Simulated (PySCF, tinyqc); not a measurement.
Worked calculation: FCI on RHF in the sto-3g basis, for H4, spin multiplicity 1. The lowest restricted solution is unstable here: a spin-polarised one lies 0.0799 hartree lower (PySCF). One step of it, computed by the program tinyqc.

Task: FCI: determinants and Hamiltonian. Slater-Condon rules over spin orbitals, with the nuclear repulsion added and E(HF) subtracted on the diagonal. Only determinants linked to the reference directly or through others are kept (one block of an abelian symmetry group), so some states are absent.

one-electron integrals over orbitals h = C^T H C (hartree):
```
           1          2          3          4
1  -1.619428   0.000000   0.146385   0.000000
2   0.000000  -1.316291   0.000000  -0.111276
3   0.146385   0.000000  -1.175256   0.000000
4   0.000000  -0.111276   0.000000  -0.999068
```

Two-electron integrals over orbitals (pq|rs), unique and non-zero (hartree):
```
(11|11) 0.477358    (21|21) 0.127610    (22|11) 0.372928    (22|22) 0.408446
(31|11) -0.093994   (31|22) 0.025515    (31|31) 0.102808    (32|21) 0.103421
(32|32) 0.171134    (33|11) 0.383434    (33|22) 0.408481    (33|31) 0.016218
(33|33) 0.421386    (41|21) 0.051299    (41|32) -0.047806   (41|41) 0.114528
(42|11) 0.091009    (42|22) -0.019444   (42|31) -0.095889   (42|33) -0.021532
(42|42) 0.100794    (43|21) -0.126364   (43|32) -0.107451   (43|41) -0.050706
(43|43) 0.136153    (44|11) 0.496838    (44|22) 0.395834    (44|31) -0.095294
(44|33) 0.407049    (44|42) 0.098210    (44|44) 0.540899
```

nuclear repulsion = 1.83505555 hartree

Hartree-Fock energy = -1.91408356 hartree

Give: determinants; H - E(HF) between determinants.

Result:

Occupation strings over the orbitals (2 doubly, a alpha, b beta, 0 empty; spin orbitals ordered 1a 1b 2a 2b ...): 2200 2a0b a2b0 2b0a b2a0 aabb 2020 abab 2002 abba baab 0220 baba 0202 bbaa a0b2 0a2b b0a2 0b2a 0022

H - E(HF) between determinants (hartree):
```
         2200     2a0b     a2b0     2b0a     b2a0     aabb     2020     abab
2200   0.0000   0.0000   0.0000   0.0000   0.0000   0.0481   0.1711   0.0478
2a0b   0.0000   0.5655   0.0305  -0.1008   0.0959  -0.0333  -0.1075   0.1034
a2b0   0.0000   0.0305   0.3778   0.0959  -0.1028  -0.0462  -0.1034   0.1075
2b0a   0.0000  -0.1008   0.0959   0.5655   0.0305   0.0000   0.1075  -0.0507
b2a0   0.0000   0.0959  -0.1028   0.0305   0.3778   0.0000   0.1034  -0.0513
aabb   0.0481  -0.0333  -0.0462   0.0000   0.0000   0.8399  -0.0478  -0.1711
2020   0.1711  -0.1075  -0.1034   0.1075   0.1034  -0.0478   0.3866  -0.0786
abab   0.0478   0.1034   0.1075  -0.0507  -0.0513  -0.1711  -0.0786   0.9001
2002   0.1008   0.1177   0.0000  -0.1177   0.0000   0.0959   0.1362  -0.1264
abba  -0.0959   0.0000  -0.1125   0.1208   0.0000  -0.1008   0.1264  -0.1362
baab  -0.0959  -0.1208   0.0000   0.0000   0.1125  -0.1028   0.1264  -0.1276
0220   0.1028   0.0000   0.1102   0.0000  -0.1102   0.0959   0.1276  -0.1264
baba   0.0478   0.0507   0.0513  -0.1034  -0.1075  -0.1145  -0.0786   0.0000
0202   0.1145  -0.0513  -0.0507   0.0513   0.0507  -0.0478   0.0000  -0.0786
bbaa   0.0481   0.0000   0.0000   0.0333   0.0462   0.0000  -0.0478  -0.1145
a0b2   0.0000  -0.0959   0.1008   0.0481   0.0000  -0.0051   0.0507  -0.1075
0a2b   0.0000   0.1028  -0.0959   0.0000   0.0481   0.0106   0.0513  -0.1034
b0a2   0.0000   0.0481   0.0000  -0.0959   0.1008   0.0000  -0.0507   0.0513
0b2a   0.0000   0.0000   0.0481   0.1028  -0.0959   0.0000  -0.0513   0.0507
0022   0.0000   0.0000   0.0000   0.0000   0.0000   0.0481   0.1145   0.0478

         2002     abba     baab     0220     baba     0202     bbaa     a0b2
2200   0.1008  -0.0959  -0.0959   0.1028   0.0478   0.1145   0.0481   0.0000
2a0b   0.1177   0.0000  -0.1208   0.0000   0.0507  -0.0513   0.0000  -0.0959
a2b0   0.0000  -0.1125   0.0000   0.1102   0.0513  -0.0507   0.0000   0.1008
2b0a  -0.1177   0.1208   0.0000   0.0000  -0.1034   0.0513   0.0333   0.0481
b2a0   0.0000   0.0000   0.1125  -0.1102  -0.1075   0.0507   0.0462   0.0000
aabb   0.0959  -0.1008  -0.1028   0.0959  -0.1145  -0.0478   0.0000  -0.0051
2020   0.1362   0.1264   0.1264   0.1276  -0.0786   0.0000  -0.0478   0.0507
abab  -0.1264  -0.1362  -0.1276  -0.1264   0.0000  -0.0786  -0.1145  -0.1075
2002   1.2887   0.0305   0.0305   0.0000  -0.1264   0.1276   0.0959  -0.0875
abba   0.0305   0.8180   0.0000   0.0305  -0.1276   0.1264  -0.1028   0.1639
baab   0.0305   0.0000   0.8180   0.0305  -0.1362   0.1264  -0.1008   0.0000
0220   0.0000   0.0305   0.0305   0.8875  -0.1264   0.1362   0.0959   0.0000
baba  -0.1264  -0.1276  -0.1362  -0.1264   0.9001  -0.0786  -0.1711  -0.0513
0202   0.1276   0.1264   0.1264   0.1362  -0.0786   1.4495  -0.0478   0.1034
bbaa   0.0959  -0.1028  -0.1008   0.0959  -0.1711  -0.0478   0.8399   0.0000
a0b2  -0.0875   0.1639   0.0000   0.0000  -0.0513   0.1034   0.0000   1.4377
0a2b   0.0000   0.0000   0.1435  -0.0663  -0.0507   0.1075   0.0000   0.0305
b0a2   0.0875   0.0000  -0.1639   0.0000   0.1075  -0.1034   0.0051  -0.1028
0b2a   0.0000  -0.1435   0.0000   0.0663   0.1034  -0.1075  -0.0106   0.0959
0022   0.1028  -0.0959  -0.0959   0.1008   0.0478   0.1711   0.0481   0.0227

         0a2b     b0a2     0b2a     0022
2200   0.0000   0.0000   0.0000   0.0000
2a0b   0.1028   0.0481   0.0000   0.0000
a2b0  -0.0959   0.0000   0.0481   0.0000
2b0a   0.0000  -0.0959   0.1028   0.0000
b2a0   0.0481   0.1008  -0.0959   0.0000
aabb   0.0106   0.0000   0.0000   0.0481
2020   0.0513  -0.0507  -0.0513   0.1145
abab  -0.1034   0.0513   0.0507   0.0478
2002   0.0000   0.0875   0.0000   0.1028
abba   0.0000   0.0000  -0.1435  -0.0959
baab   0.1435  -0.1639   0.0000  -0.0959
0220  -0.0663   0.0000   0.0663   0.1008
baba  -0.0507   0.1075   0.1034   0.0478
0202   0.1075  -0.1034  -0.1075   0.1711
bbaa   0.0000   0.0051  -0.0106   0.0481
a0b2   0.0305  -0.1028   0.0959   0.0227
0a2b   1.2243   0.0959  -0.1008   0.0513
b0a2   0.0959   1.4377   0.0305  -0.0227
0b2a  -0.1008   0.0305   1.2243  -0.0513
0022   0.0513  -0.0227  -0.0513   1.7187
```
